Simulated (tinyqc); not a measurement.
## Contact resistivity and sheet resistance from two contact lengths

Inverse problem. Rc = [sqrt(rc Rsh)/Wc] coth(Lc/(2 LT)), LT = sqrt(rc/Rsh), Wc = 40 nm; the second contact is twice as long as the first. Find LT, rc and Rsh.

Rc for Lc = 20 and 40 nm (ohm): 446.040491  253.391647

Answer. With t = tanh(Lc/(2 LT)) for the shorter contact, the resistance of the longer over that of the shorter is (1 + t^2)/2. Then sqrt(rc Rsh) = Rc t Wc, and rc and Rsh follow by multiplying and dividing by LT.

LT = 25.8 nm
rc = 1.70e-9 ohm cm^2
Rsh = 255 ohm

tinyqc, about 0.1 s, one thread, Intel Xeon 2.30GHz (shared host): `OMP_NUM_THREADS=1 python tinyqc.py 2170074 2170075 out.jsonl`
